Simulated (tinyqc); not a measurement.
Inside a calculation. Model: pillar capacitor in an array: capacitance, non-linearity, leakage and relaxation.

Computed by the program tinyqc: `OMP_NUM_THREADS=1 python tinyqc.py 2102074 2102075 out.jsonl`, one thread of a shared Intel Xeon 2.30GHz, about 0.01 s for the whole run. Printed values are rounded.

A film between two metal electrodes, each interface adding a series capacitance ci. The small-signal permittivity is ek (1 + aq E^2); the field is found with the linear permittivity. Leakage J = J0 sinh(E/Ef). After a voltage step the film passes a relaxation current kr C V tt^(-nr), tt being the time in seconds. The sidewall is a coaxial capacitor with radii a = dm/2 and b = dm/2 + t, depth AR dm; the end face is left out.

Parameters, values chosen for the exercise; permittivity of the order of that of aluminium oxide:
- ek = 8.84 (relative permittivity of the film)
- t = 4.5 nm (film thickness)
- ci = 1000 uF/cm^2 (capacitance of each electrode interface (dead layer and screening))
- aq = 0.0024 cm^2/MV^2 (quadratic field coefficient of the permittivity)
- V = 2.4 V (bias)
- J0 = 5.4e-11 A/cm^2 (leakage prefactor)
- Ef = 0.2 MV/cm (field for an e-fold rise of the leakage)
- dm = 29 nm (diameter of the pillar)
- AR = 50 (aspect ratio, depth over diameter)
- pt = 69 nm (pitch of the square array)
- rho = 110 uohm cm (resistivity of the inner electrode)

Constants: eps0 = 8.8541878128e-14 F/cm where lengths are in cm. Results are converted to the units shown.

Range of the model: The field exceeds about 4.7 MV/cm, a sizeable part of the breakdown field expected for this permittivity.

## Planar capacitance, field and non-linearity

Planar film: Cf = eps0 ek/t, 1/C = 1/Cf + 2/ci, EOT = 3.9 eps0/C, effective permittivity C t/eps0, E = (V/t) C/Cf; quadratic coefficient [C(V)/C - 1]/V^2 with Cf (1 + aq E^2) in C(V).

Cf = 1.73936 uF/cm^2
C = 1.73333 uF/cm^2
EOT = 1.99220 nm
effective permittivity = 8.80935
E = 5.31484 MV/cm
quadratic coefficient = 11726.3 ppm/V^2
J = 9.38430 A/cm^2

The interfaces take 0.347 % of the voltage.

## Cell capacitance, fields and time constant

Per length 1/c = ln(b/a)/(2 pi eps0 ek) + (1/a + 1/b)/(2 pi ci); cell capacitance c AR dm; per footprint over pt^2; fields c V/(2 pi eps0 ek r) at r = a and b; resistance of the inner electrode rho AR dm/(pi a^2); time constant R C/3 of the distributed line.

a = 14.5 nm
b = 19 nm
cell capacitance = 2.62901 fF
capacitance per footprint = 55.2196 uF/cm^2
field at a = 6.10220 MV/cm
field at b = 4.65694 MV/cm
R = 2.41476 kohm
R C/3 = 2.11614 ps

The array gives 31.9 times the planar capacitance per footprint; curvature makes the field at the inner electrode 1.15 times the planar value.
